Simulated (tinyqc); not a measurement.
# Which input was changed?

Model: gas flow in a process chamber: flow regimes, conductance, effective pumping speed, pump-down, outgassing and purge. Computed by tinyqc, a small Python program. Command: `OMP_NUM_THREADS=1 python tinyqc.py 3120738 3120739 out.jsonl pump which`. One thread of a shared host (Intel(R) Xeon(R) Processor @ 2.30GHz), about 0.03 s of CPU time with the checks.

Ideal gas, isothermal flow, a pump of constant speed at the end of a round pipe; process gas, volume gas and outgassing are given the same properties. 1 sccm = 101325 Pa x 1e-6 m^3/60 s x T/273.15 K.

Inputs (values chosen for the exercise, modelled on hydrogen near room temperature):

| quantity | value | unit |
|---|---|---|
| molar mass M | 2.016 | g/mol |
| molecular diameter | 0.27 | nm |
| viscosity eta | 8.9 | micropascal s |
| temperature T | 350 | K |
| chamber volume V | 86 | L |
| wall area | 3.3 | m^2 |
| pipe diameter d | 2.5 | cm |
| pipe length l | 150 | cm |
| pump speed S | 6.4 | L/s |
| process gas flow | 150 | sccm |
| outgassing rate after 1 h | 5.1e-06 | Pa m^3/(s m^2) |
| outgassing exponent n | 0.83 | - |
| target base pressure | 0.0005 | Pa |

Constants: k_B = 1.380649e-23 J/K; u = 1.6605390666e-27 kg.

Method:
- Mean speed c = sqrt(8 k_B T/(pi m)); aperture conductance C_a = c pi d^2/16; molecular pipe C_m = C_a/(1 + 3 l/(4 d)) (Dushman form); viscous pipe C_v = pi d^4 p_mean/(128 eta l); Knudsen interpolation C = C_v + C_m (1 + x)/(1 + 1.24 x), x = d p_mean sqrt(m/(k_B T))/eta.
- Effective speed 1/S_eff = 1/S + 1/C_m; time constant V/S_eff; pressure at which the free path k_B T/(sqrt2 pi d_m^2 p) equals d.
- Steady flow: the pump inlet is at p_2 = Q/S, and the chamber pressure p_1 solves Q = C((p_1 + p_2)/2) (p_1 - p_2). Residence time = p_1 V/Q.
- Knudsen number = free path at the mean pressure over d.
- From the outgassing limit: t = 1 h x (q_1 A/(S_eff p_target))^(1/n) - 10 s; monolayer time at the target = 1e19 m^-2 x 4 k_B T/(p c) for unit sticking.

Task: One of these inputs alone was changed, within the range given: molar mass M (1.008 to 4.032); wall area (1.65 to 6.6); pipe diameter d (1.25 to 5); pipe length l (75 to 300). Which one, and to what value?

Results:

| run | conductance C (L/s) | time to the target (h) | chamber pressure p_1 (Pa) |
|---|---|---|---|
| before | 43.24786 | 19.64021 | 58.22097 |
| after | 65.00406 | 16.03464 | 55.70907 |

Result:

Each candidate set to reproduce conductance C, and what it then gives:

| candidate | range searched | value needed | time to the target (h) | chamber pressure p_1 (Pa) |
|---|---|---|---|---|
| molar mass M (g/mol) | 1.008 to 4.032 | out of reach | - | - |
| wall area (m^2) | 1.65 to 6.6 | no effect | - | - |
| pipe diameter d (cm) | 1.25 to 5 | 2.790 | 16.035 | 55.709 |
| pipe length l (cm) | 75 to 300 | 97.61 | 15.238 | 55.709 |

Only pipe diameter d fits every result: it went from 2.5 to 2.79 cm. The next best candidate, pipe length l, misses one result by 5.0 %.
